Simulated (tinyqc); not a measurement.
Undoped gate-all-around wire MOSFET, analytic charge model: course of the iteration: charge at the source by Newton steps in y = ln(Q/Q0).

An undoped round wire of radius R under an insulator shell and a surrounding gate; long channel, electrons only, n = ni exp((psi - V)/Vt) with V the quasi-Fermi potential (0 at the source, Vd at the drain), constant mobility, no quantisation. The radial Poisson equation gives n(r) = n(0)/(1 - (1 - b) r^2/R^2)^2 with b = Q0/(Q + Q0). Q is the electron charge per area of the wire surface.

With V = 0 and Q = Q0 exp(y): f = Q/Cox + Vt y + Vt ln(1 + Q/Q0) - (Vg - V0); df/dy = Q/Cox + Vt (1 + Q/(Q + Q0)); y(new) = y - f/(df/dy).

Stop when y changes by less than 1e-11, or after 60 iterations.

Parameters, values chosen for the exercise: temperature T = 325 K; gate voltage Vg = 1.02 V.

Constants: q = 1.602176634e-19 C, kB = 1.380649e-23 J/K, Vt = kB T/q. Results are converted to the units shown.

y at the start = 1
Cox = 1.06868 uF/cm^2
Q0 = 57.0339 nC/cm^2
V0 = 0.434964 V

Course of the iteration:

| iteration | y | \|change\| |
|---|---|---|
| 1 | 2.93840 | 1.94 |
| 2 | 2.38415 | 0.554 |
| 3 | 2.17865 | 0.205 |
| 4 | 2.15678 | 0.0219 |
| 5 | 2.15656 | 2.19e-4 |
| 6 | 2.15656 | 2.16e-8 |
| 7 | 2.15656 | 0 |

Did this iteration meet its convergence test, and what does its course show?

Yes. Converged in 7 iterations. At the end the number of correct digits about doubles with each step.

Range of the model: The surface density at the source passes 0.3 Nc, where Boltzmann statistics fail.

Computed by the program tinyqc: `OMP_NUM_THREADS=1 python tinyqc.py 2460087 2460088 out.jsonl`, one thread of a shared Intel Xeon 2.30GHz, about 0.02 s for the whole run.
